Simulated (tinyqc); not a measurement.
p-type polysilicon, carrier trapping at grain boundaries: two steps of the calculation.

One-dimensional grains of size Lg, uniform ionised doping N, monovalent traps Qt at each boundary at a depth Et below (for electrons) or above (for holes) the band edge there, abrupt depletion of width W on each side of a boundary, Boltzmann statistics. xi is the distance from the band edge at the grain centre to the Fermi level. Trapped charge Qt/(1 + exp((xi + VB - Et)/Vt)) = 2 N W, barrier VB = q N W^2/(2 eps0 eps_r).

Parameters, values chosen for the exercise; values of the order met in polycrystalline silicon: temperature T = 300 K; relative permittivity eps_r = 11.7; valence-band density of states at T NB = 2.65e19 cm^-3; grain size Lg = 26 nm; trap density of a grain boundary Qt = 2.5e12 cm^-2; depth of the trap level from the majority band edge at the boundary Et = 0.36 eV; mass for thermionic emission ms = 0.31 m0; correction factor of the emission rate fe = 0.25; mobility inside the grains mug = 210 cm^2/(V s); doping N = 5.1e17 cm^-3.

Constants: q = 1.602176634e-19 C, kB = 1.380649e-23 J/K, m0 = 9.1093837015e-31 kg, Vt = kB T/q, eps0 = 8.8541878128e-14 F/cm where lengths are in cm. Results are converted to the units shown.

Problem 1. Depletion width, Fermi level and barrier. If the trap equation with xi = Vt ln(NB/N) has a root W < Lg/2, the grain is partly depleted; otherwise W = Lg/2 and the trap equation gives xi = Et - VB + Vt ln(Qt/(N Lg) - 1). N* = Qt/Lg.

Find: N*; W; xi; VB; share of traps filled.

Solution 1.

N* = 9.615e17 cm^-3
W = 13.00 nm
xi = 0.2902 V
VB = 0.06665 V
share of traps filled = 0.5304

N is 0.530 N*, and the grain is fully depleted; VB = 2.58 Vt.

Problem 2. Resistivity and effective mobility. n0 = NB exp(-xi/Vt); mean density n0 (1 - 2 W/Lg) by charge balance in a partly depleted grain, and n0 (sqrt(pi)/2) erf(u)/u with u = sqrt(VB/Vt) in a fully depleted one; v = sqrt(kB T/(2 pi ms m0)); barrier resistivity Vt exp(VB/Vt)/(q fe n0 v Lg); grain resistivity (1 - 2 W/Lg)/(q n0 mug); effective mobility 1/(q mean density total resistivity).

W = 13 nm
xi = 0.29020213 V
VB = 0.066650389 V

Find: n0; mean density; v; barrier resistivity; grain resistivity; resistivity; effective mobility.

Solution 2.

n0 = 3.532e14 cm^-3
mean density = 1.904e14 cm^-3
v = 4.832e6 cm/s
barrier resistivity = 1916 ohm cm
grain resistivity = 0.000 ohm cm
resistivity = 1916 ohm cm
effective mobility = 17.10 cm^2/(V s)

The resistivity is 32900 times that of a single crystal with the same N and mobility mug, and the mean density is 0.0373 % of N.

Computed by the program tinyqc: `OMP_NUM_THREADS=1 python tinyqc.py 2830211 2830212 out.jsonl`, one thread of a shared Intel Xeon 2.30GHz, about 0.01 s for the whole run.
